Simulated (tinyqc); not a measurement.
Weaire-Thorpe hybrids on a Bethe lattice: gap and dangling bond of an amorphous tetrahedral solid, step by step. Values are carried at full precision from step to step, so a last printed digit may differ when a step is redone from the rounded ones.

Four sp3 hybrids an atom at energy 0, coupled by -V1 on the atom and by -V2 along a bond; the bonds form a tree (no rings). For any network the gap runs at least from -V2 + V1 to V2 - 3 V1, and p-like states pile up at -V2 + V1 and V2 + V1. On the tree the gap is wider: it ends at Ec = -V1 + sqrt(V2^2 + 4 V1^2 - 2 sqrt3 V1 V2), which makes it well wider than the gaps of the real glasses. A branch seen from a hybrid has the self-energy S = V2^2 g, where g is the Green function of the hybrid across the bond, whose three partners carry S themselves. With a = z - V1, b = a - S: g = 1/(a + V1 b/(b + 3 V1)), z = E + i eta. A full atom has G = (1/b)(b + 3 V1)/(b + 4 V1) per hybrid; a dangling hybrid with shift dh has G = 1/(1/g - dh).

Values chosen for the exercise (of the size of tabulated hybrid energies for amorphous silicon; not measured data): V1 = 1.71 eV (coupling of two hybrids on one atom); V2 = 4.44 eV (coupling of the two hybrids of a bond); E = 2.85 eV (energy); eta = 0.02 eV (broadening); dh = -1.23 eV (shift of the dangling hybrid (rehybridisation)).

## Edges

Bounds -V2 + V1 and V2 - 3 V1. On the tree the s-like bands are narrower: E = -V1 -/+ sqrt(V2^2 + 4 V1^2 + V1 V2 e) with e from -2 sqrt3 to 2 sqrt3 (for a crystal, -4 to 4), so the conduction edge is -V1 + sqrt(V2^2 + 4 V1^2 - 2 sqrt3 V1 V2).

edges (eV): Ev -2.7300, Ec(bound) -0.6900, Ec(tree) 0.5503

gaps (eV): (bound, reached in the crystal) 2.0400, (tree) 3.2803

The gap needs no periodicity, only V2 > 2 V1 (here V2/V1 = 2.596); leaving out rings widens it by 1.240 eV. Two parameters give the trend, not the value.

## The self-energy at one energy

S = V2^2 g is a quadratic A S^2 + B S + C = 0 with A = a + V1, B = -(a (a + 4 V1) + V2^2), C = V2^2 (a + 3 V1), a = z - V1. Of the two roots take the one with Im S < 0 (if both qualify, the decaying one, with the smaller |V1 V2 g/(b + 3 V1)|).

A, B, C: [2.8500+0.0200i, -28.8104-0.1824i, 123.6043+0.3943i]

roots (eV): [5.0699+4.2181i, 5.0389-4.2250i]

S = 5.0389-4.2250i eV

## Densities at that energy

With z = E + i eta, b = z - V1 - S: full atom G = (b + 3 V1)/(b (b + 4 V1)); g = S/V2^2; dangling hybrid 1/(1/g - dh); densities -Im G/pi.

G (1/eV): (bulk) -0.0605-0.1356i, (dangling with dh = 0) 0.2556-0.2143i, (dangling with dh) 0.2184-0.1193i
densities (1/eV): (bulk) 0.0432, (dangling with dh = 0) 0.0682, (dangling with dh) 0.0380

## The dangling-bond level

For eta = 0 the level solves 1/g(E) = dh inside the gap (bisection); its weight on the dangling hybrid is 1/(d(1/g)/dE), by central differences with step 1e-5 eV.

level = -0.7606 eV
above Ev = 1.9694 eV
weight on the dangling hybrid = 0.656

The level lies at 60 % of the gap of the tree; 34 % of it spreads over the back bonds.

## Checks

- Conduction edge from the formula against the zero of the discriminant: both 0.550344.
- S from the quadratic against damped iteration of S = V2^2 g: both 5.038925.

(tinyqc, `OMP_NUM_THREADS=1 python tinyqc.py 1450575 1450576 out.jsonl`, Intel(R) Xeon(R) Processor @ 2.30GHz, 1 thread, shared host, about 0.02 s.)
